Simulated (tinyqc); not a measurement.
Inside a calculation: finite square well with mass mismatch (envelope functions). Values are carried at full precision from step to step, so a last printed digit may differ when a step is redone from the rounded ones.

A square well of width L and depth V0, mass mw inside and mb outside, energies from the bottom of the well, c = hbar^2/2m0. k = sqrt(mw E/c), kappa = sqrt(mb (V0 - E)/c). psi and psi'/m are continuous at the walls (BenDaniel-Duke), so level n solves k L + 2 atan[(k/mw)/(kappa/mb)] = n pi.

Constants: hbar^2/2m0 = 3.80998211 eV angstrom^2.

Parameters, chosen for this exercise (near those of an InGaAs well in InAlAs; not measured data): L = 59 angstrom (well width); V0 = 0.496 eV (barrier height); mw = 0.0406 m0 (mass in the well); mb = 0.0743 m0 (mass in the barrier); alpha_w = 1.21 1/eV (non-parabolicity in the well); alpha_b = 0.25 1/eV (non-parabolicity in the barrier).

## How many levels are bound

At E = V0 the arctangent equals pi/2, so level n is bound if k0 L > (n - 1) pi with k0 = sqrt(mw V0/c). Compare with the infinitely deep well, E1(hard) = c (pi/L)^2/mw.

k0 = 0.07270 1/angstrom
k0 L/pi = 1.3654
number of bound levels = 2
E1(hard) = 0.2661 eV

The count does not depend on mb. One more level binds at L = 86.4 angstrom.

## The lowest level by bisection

f(E) = k L + 2 atan[(k/mw)/(kappa/mb)] - pi rises with E. Twelve halvings of [0, V0]: keep the half in which f changes sign.

Bisection:
```
step  low (eV)  high (eV)  midpoint (eV)        k    kappa        f
1      0.00000    0.49600        0.24800  0.05141  0.06954   1.7599
2      0.00000    0.24800        0.12400  0.03635  0.08517   0.3292
3      0.00000    0.12400        0.06200  0.02570  0.09200  -0.6798
4      0.06200    0.12400        0.09300  0.03148  0.08865  -0.1317
5      0.09300    0.12400        0.10850  0.03400  0.08693   0.1071
6      0.09300    0.10850        0.10075  0.03277  0.08779  -0.0100
7      0.10075    0.10850        0.10462  0.03339  0.08736   0.0491
8      0.10075    0.10462        0.10269  0.03308  0.08758   0.0197
9      0.10075    0.10269        0.10172  0.03292  0.08769   0.0049
10     0.10075    0.10172        0.10123  0.03284  0.08774  -0.0025
11     0.10123    0.10172        0.10148  0.03288  0.08771   0.0012
12     0.10123    0.10148        0.10136  0.03286  0.08773  -0.0006
```

After twelve halvings the bracket is V0/4096 = 0.121 meV wide.

## Bound levels

Solve the condition for each n (six at most). With A = cos(kL/2) for even and sin(kL/2) for odd levels, the probability in the barriers is Pb = (A^2/kappa)/(A^2/kappa + L/2 +/- sin(kL)/(2k)), + for even.

Levels:
```
n  parity  E (eV)  k (1/angstrom)  kappa (1/angstrom)      Pb
1    even  0.1014         0.03287             0.08772  0.0770
2     odd  0.3983         0.06515             0.04366  0.3696
```

The lowest level lies at 38 % of the infinite-well value and decays into the barrier over 1/kappa = 11.4 angstrom.

## Mass in the plane and density of states

To first order in the in-plane energy, 1/m_par = (1 - Pb)/mw + Pb/mb for each subband. Each adds a step D = m_par/(2 pi c) to the density of states per area (spin included, one valley); 1/angstrom^2 = 1e16/cm^2.

Subbands:
```
n  m_par (m0)  D (1e13/(eV cm^2))
1      0.0421               1.757
2      0.0488               2.038
```

## Levels with energy-dependent masses

Non-parabolic bands: mw is replaced by mw (1 + alpha_w E) and mb by mb (1 - alpha_b (V0 - E)), in k, kappa and the matching condition alike.

Solve the same condition with the energy-dependent masses, and list the shift from the parabolic levels that exist in both.

Levels:
```
n  E (eV)  mass inside  mass outside  shift (meV)
1  0.1005       0.0455        0.0670         -0.9
2  0.3411       0.0574        0.0714        -57.1
```

Level 1 moves by -0.9 meV and level 2 by -57.1 meV.

## Checks

- Lowest level by finite differences (200 cells across the well) against the matching condition, eV: both 0.1014.

Computed by tinyqc, a small Python program: `OMP_NUM_THREADS=1 python tinyqc.py 1281079 1281080 out.jsonl` (the numbers bound the seed that draws the inputs); one thread of a shared host (Intel(R) Xeon(R) Processor @ 2.30GHz), about 0.01 s for the whole set of steps.
